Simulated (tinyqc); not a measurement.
Double-gate transistor below threshold, two-dimensional Poisson equation on a small mesh: one step of the calculation.

Half of a symmetric double-gate structure: row 0 is the mid-plane of the body, where the normal field vanishes. Mobile charge is neglected (subthreshold), the body is fully depleted, and potentials are counted from the intrinsic level; rows run upward to the gate, columns from source to drain.

Problem. Jacobi sweep. Free nodes: rows 0..2, columns 1..3, taken row by row from row 0, left to right. t = (up psi(above) + dn psi(below) + lat [psi(left) + psi(right)] + s)/(up + dn + 2 lat), with all neighbours from the previous sweep; psi(new) = t.

psi after iteration 1 (V):
```
               j=0          j=1          j=2          j=3          j=4
row 0   0.57000000   0.01142352  -0.00027546   0.01758087   0.87000000
row 1   0.57000000   0.01142352  -0.00027546   0.01758087   0.87000000
row 2   0.57000000   0.00592238  -0.00577659   0.01207974   0.87000000
row 3  -0.03000000  -0.03000000  -0.03000000  -0.03000000  -0.03000000
```

up, row 0 to 2: [78.783333, 78.783333, 18.85]
dn, row 0 to 2: [0, 78.783333, 78.783333]
lat, row 0 to 2: [1.6862069, 3.3724138, 2.0896552]
s, row 0 to 2 (V): [-0.022630220, -0.045260439, -0.022630220]

Wanted: psi after iteration 2.

Solution.

psi after iteration 2 (V):
```
            j=0       j=1       j=2       j=3       j=4
row 0   0.57000   0.02237   0.00006   0.03443   0.87000
row 1   0.57000   0.01973  -0.00258   0.03180   0.87000
row 2   0.57000   0.01464  -0.00562   0.02557   0.87000
row 3  -0.03000  -0.03000  -0.03000  -0.03000  -0.03000
```

tinyqc, about 0.1 s, one thread, Intel Xeon 2.30GHz (shared host): `OMP_NUM_THREADS=1 python tinyqc.py 2480060 2480061 out.jsonl`
